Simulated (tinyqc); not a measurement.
Band edges of strained Si(1-x)Ge(x) on relaxed Si(1-y)Ge(y), step by step. Values are carried at full precision from step to step, so a last printed digit may differ when a step is redone from the rounded ones.

Values are linear in the Ge fraction but for ED(x) = linear - CD x (1 - x) and a(x) = linear - Ca x (1 - x). Energies are on the common scale of Ev.

Inputs chosen for the exercise (end members near Si and Ge, in this order; shifted at random, so the results belong to these values and not to a real crystal):
- a = (5.436, 5.663) angstrom (lattice constant)
- Dso = (0.043, 0.288) eV (spin-orbit splitting)
- av = (2.46, 1.22) eV (valence hydrostatic potential)
- b = (-2.12, -2.54) eV (tetragonal shear potential)
- d = (-4.75, -5.28) eV (trigonal shear potential)
- C11 = (167.9, 127.1) GPa
- C12 = (63.3, 47.6) GPa
- C44 = (78.6, 66.2) GPa
- Ev = (0, 0.67) eV (top of the unstrained valence band)
- ED = (1.148, 0.914) eV (gap to the Delta valleys)
- EL = (2.036, 0.74) eV (gap to the L valleys)
- aD = (1.66, 1.37) eV (hydrostatic potential of the Delta gap)
- aL = (-2.95, -3.02) eV (hydrostatic potential of the L gap)
- XuD = (8.85, 9.59) eV (uniaxial potential, Delta)
- XuL = (15.69, 14.61) eV (uniaxial potential, L)
- CD = 0.176 eV (bowing of the Delta gap)
- Ca = 0 angstrom (bowing of the lattice constant)
- x = 0.57 (Ge fraction of the layer)
- y = 0.67 (Ge fraction of the relaxed buffer)
- face = 111 (growth face)

## Values of the layer and the buffer

Interpolate at x and at y.

Interpolated values (a in angstrom, C11, C12, C44 in GPa, all else in eV):
```
symbol     layer    buffer
a         5.5654    5.5881
Dso       0.1827    0.2072
av        1.7532    1.6292
b        -2.3594   -2.4014
d        -5.0521   -5.1051
C11     144.6440  140.5640
C12      54.3510   52.7810
C44      71.5320   70.2920
Ev        0.3819    0.4489
ED        0.9715    0.9523
EL        1.2973    1.1677
aD        1.4947    1.4657
aL       -2.9899   -2.9969
XuD       9.2718    9.3458
XuL      15.0744   14.9664
```

## Strain of the layer on a (111) buffer

Coherent growth on a (111) face: e_par = (a(y) - a(x))/a(x), e_perp = -(2 C11 + 4 C12 - 4 C44)/(C11 + 2 C12 + 4 C44) e_par; exx = eyy = ezz = (2 e_par + e_perp)/3 and exy = eyz = ezx = (e_perp - e_par)/3.

Use the elastic constants of the layer.

e_par = 0.004079
e_perp = -0.001668

strain tensor in the cubic axes, rows x, y, z and columns alike:
```
[[0.002163, -0.001915, -0.001915],
 [-0.001915, 0.002163, -0.001915],
 [-0.001915, -0.001915, 0.002163]]
```

The layer is under tension in the plane; its volume changes by +0.649 %.

## Conduction valleys of the layer

A valley with unit axis u lies at Ev + gap + (av + a_valley) tr(e) + Xu (u.e.u - tr(e)/3); the Delta axes are x, y, z and the L axes [111], [1-1-1], [-11-1], [-1-11]. The second-order shift of the Delta valleys under shear is left out; it lowers the pair normal to the sheared plane by tens of meV at a shear of 1 %.

Give the hydrostatic shifts, the uniaxial shifts and the edges.

hydrostatic shifts of Delta and L (eV): [0.0211, -0.0080]

uniaxial shifts (eV): Delta x 0.0000, Delta y 0.0000, Delta z 0.0000, L [111] -0.0577, L [1-1-1] 0.0192, L [-11-1] 0.0192, L [-1-11] 0.0192

valley edges (eV): Delta x 1.3745, Delta y 1.3745, Delta z 1.3745, L [111] 1.6134, L [1-1-1] 1.6904, L [-11-1] 1.6904, L [-1-11] 1.6904

The lowest set is Delta6 (the digit counts whole valleys) at 1.3745 eV; the Delta valleys spread over 0 meV and the L valleys over 77 meV.

## Valence edges of the layer

Valence edges: Ev plus the levels of the 6 x 6 matrix of X, Y, Z times spin with -Dso/3 + l exx + m (eyy + ezz) on the diagonal (cyclic), n exy off it, l = av + 2 b, m = av - b, n = sqrt(3) d. Spin-orbit term (Dso/3) L.sigma on X, Y, Z with (L_k)_ij = -i epsilon_kij: <X+|H|Y+> = -i Dso/3, <X+|H|Z-> = Dso/3, <Y+|H|Z-> = -i Dso/3, <Z+|H|X-> = -Dso/3, <Z+|H|Y-> = i Dso/3, <X-|H|Y-> = i Dso/3, and their conjugates; + and - are the spin along z.

Give the strain block and the three twofold edges.

strain block (eV), rows X, Y, Z and columns alike:
```
[[0.0114, 0.0168, 0.0168],
 [0.0168, 0.0114, 0.0168],
 [0.0168, 0.0168, 0.0114]]
```

edges from the top (eV): [0.4128, 0.3765, 0.2078]

The top two edges are split by 36 meV.

## Gap and offsets against the buffer

Buffer: Ev(y) and Ec = Ev(y) + min(ED, EL). dEc = Ec(buffer) - Ec(layer), dEv = Ev(layer) - Ev(buffer); positive values confine the carrier in the layer; type I if both have one sign.

gap of the strained layer = 0.9616 eV
gap of the buffer = 0.9523 eV
dEc = 0.0267 eV
dEv = -0.0361 eV

Type II: electrons collect in the layer (27 meV) and holes in the buffer (36 meV). The relaxed layer would have a gap of 0.971 eV, so strain has moved it by -10 meV. An offset this small is within the spread of published parameter sets, so the type is not settled by this model.

## Checks

- Mean of the three Delta edges against the hydrostatic shift alone (eV): both 1.37446.

tinyqc: `OMP_NUM_THREADS=1 python tinyqc.py 1050166 1050167 out.jsonl`; about 0.01 s, one thread, shared Intel(R) Xeon(R) Processor @ 2.30GHz.
